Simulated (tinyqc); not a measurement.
Elastic strain and critical thickness of a cubic alloy layer A(1-x)B(x) on a thick substrate: one step, computed by the program tinyqc.

Strain is positive in tension. The layer is coherent with the substrate unless said otherwise.

Task: Wafer curvature of the coherent layer. Stoney: curvature = 6 |stress| h/(M_S t_S^2); radius = 1/curvature; bow = curvature W^2/8.

Inputs (values chosen for the exercise, modelled on Si(1-x)Ge(x) on Si):
```
quantity,value,unit
layer thickness h,47,nm
biaxial modulus of the substrate M_S,166,GPa
substrate thickness t_S,200,micrometre
wafer diameter W,100,mm
```

in-plane stress = -3.631481 GPa

Give: curvature; radius of curvature; bow.

Result:

curvature = 0.15423 1/m

radius of curvature = 6.4839 m

bow = 192.79 micrometre

Caution: above about 2 % misfit, linear elasticity is rough and compressed layers tend to form islands before dislocations. Caution: the curvature assumes a coherent layer, but h exceeds h_c. Caution: a bow above a fifth of the wafer thickness is beyond Stoney's small-deflection limit.
